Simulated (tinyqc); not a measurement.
Global model of a low-pressure process discharge: electron temperature, density, ion flux and ion energy: one step, computed by the program tinyqc.

Maxwellian electrons with temperature T_e in eV, one positive ion, no negative ions, uniform bulk density n; rate constants have the Arrhenius form.

Problem. Energy per pair and density. E_c = E_iz + (X0 exp(-E_ex/T_e) E_ex + K_el (3 m_0/M) T_e)/K_iz; wall potential V_s = (T_e/2) ln(M/(2 pi m_0)); E_T = E_c + 2 T_e + T_e/2 + V_s; n = P/(e u_B A_eff E_T); ion current density J = e h_L n u_B; ionised share n/n_g.

Inputs (values chosen for the exercise, of the order of those of an inductive discharge in a simple atomic gas):
```
quantity,value,unit
ion mass M,35.5,u
ionisation energy E_iz,13.4,eV
excitation prefactor X0,7.9e-15,m^3/s
excitation energy E_ex,8.8,eV
elastic rate constant K_el,7.6e-14,m^3/s
gas temperature T_g,400,K
absorbed power P,2300,W
```

T_e = 3.520975 eV

K_iz = 6.227814e-16 m^3/s

Bohm velocity u_B = 3093.484 m/s

A_eff = 1313.126 cm^2

h_L = 0.3716727

gas density n_g = 4.707931e+19 1/m^3

Constants: m_0 = 9.1093837015e-31 kg; u = 1.6605390666e-27 kg; e = 1.602176634e-19 C.

Give: collisional loss per pair E_c; wall potential V_s; E_T; plasma density n; ion current density J; ionised share.

Solution.

collisional loss per pair E_c = 22.59 eV

wall potential V_s = 16.27 V

E_T = 47.66 eV

plasma density n = 7.415e+11 1/cm^3

ion current density J = 13.66 mA/cm^2

ionised share = 0.01575

Collisions take 47 % of the power and the walls the rest. T_e came from the particle balance alone; the power sets only n.
